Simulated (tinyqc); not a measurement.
Etch lag against aspect ratio: ion-assisted plasma etching: sheath, surface coverage, synergy and aspect-ratio dependence. Computed by tinyqc, a small Python program. Command: `OMP_NUM_THREADS=1 python tinyqc.py 3017535 3017536 out.jsonl etch walk`. One thread of a shared host (Intel(R) Xeon(R) Processor @ 2.30GHz), about 0.06 s of CPU time with the checks.

Radicals adsorb on bare sites; ions remove covered sites with a high yield and bare sites by sputtering; a slow spontaneous reaction acts everywhere, walls included.

Inputs (values chosen for the exercise, close to those used for silicon in a halogen plasma): plasma density n_e = 7.6e+10 1/cm^3; electron temperature T_e = 3.9 eV; ion mass M_i = 35.5 u; sheath voltage V = 160 V; radical density n = 5.9e+13 1/cm^3; radical mass M_n = 35.5 u; gas temperature T_g = 350 K; sticking coefficient s = 0.26; radicals per removed unit x = 3; yield slope b = 0.11 eV^(-1/2); threshold E_th = 6.2 eV; sputter slope b_p = 0.017 eV^(-1/2); sputter threshold E_p = 33 eV; spontaneous reaction probability k_c = 0.0011; solid density N = 5e+22 1/cm^3; ion temperature T_i = 0.43 eV.

Feature: long trench.

Constants: e = 1.602176634e-19 C; u = 1.6605390666e-27 kg; k_B = 1.380649e-23 J/K; eps_0 = 8.8541878128e-12 F/m.

Method:
- Bohm speed u_B = sqrt(e T_e/M_i); ion flux G_i = 0.61 n_e u_B; radical flux G_n = n c/4 with c = sqrt(8 k_B T_g/(pi M_n)).
- Debye length lambda_D = sqrt(eps_0 T_e/(e n_s)) with n_s = 0.61 n_e, T_e in volts; Child-law sheath d = (sqrt2/3) lambda_D (2 V/T_e)^(3/4); ion energy E = V + T_e/2; angular spread = arctan(sqrt(T_i/E)).
- Yields: Y = b (sqrt(E) - sqrt(E_th)) on covered sites, Y_p = b_p (sqrt(E) - sqrt(E_p)) on bare ones (zero below threshold).
- Steady coverage: s G_n (1 - theta) = x Y G_i theta; removal flux = Y G_i theta + Y_p G_i (1 - theta) + k_c G_n; rate = flux/N, 1 cm/s = 6e8 nm/min.
- Lateral rate = k_c G_n/N; anisotropy = 1 - lateral/vertical; synergy = vertical/(ions alone + radicals alone), with ions alone Y_p G_i/N and radicals alone the lateral rate.
- Transmission of a long trench, rough form: K = (1 + ln(1 + A))/(1 + A + ln(1 + A)), walls that scatter diffusely without loss. With a loss probability S = s (1 - theta) at the floor, G_b/G_n = K/(K + S - K S); theta follows G_b, and the two are solved together. Ions are taken to reach the floor unshadowed; G_b replaces G_n in every term of the rate; A is depth over width.

yield Y = 1.12596

sputter yield Y_p = 0.118684

ion flux G_i = 1.50936e+16 1/(cm^2 s)

radical flux G_n = 6.73906e+17 1/(cm^2 s)

vertical rate = 171.711 nm/min

coverage theta = 0.774605

Floor of the feature:
```
A            K  G_b/G_n    theta  rate (nm/min)  relative rate
0.5    0.73760  0.97925  0.77092         170.85        0.99501
1.0    0.62869  0.96566  0.76845         170.28        0.99168
2.0    0.51203  0.94488  0.76455         169.39        0.98646
5.0    0.35830  0.89767  0.75520         167.26        0.97408
10.0   0.25361  0.83489  0.74155         164.21        0.95633
20.0   0.16821  0.73227  0.71563         158.57        0.92347
50.0   0.08978  0.51121  0.63727         142.31        0.82876
100.0  0.05317  0.30761  0.51389         117.99        0.68713
```

What follows from these numbers?

K falls by a factor 13.9 over the rows and the rate by 1.45. Among these rows the rate stays within 10 % of the open-field value up to A = 20, with an open-field coverage of 0.77. Caution: rows with A above about 1/(2 tan(ion spread)) or 1/sqrt(k_c), often 10 to 30, are formal: ion shadowing, radical loss on the walls, redeposition of sputtered material and, in fluorocarbon plasmas, polymer growth are left out and add to the lag.
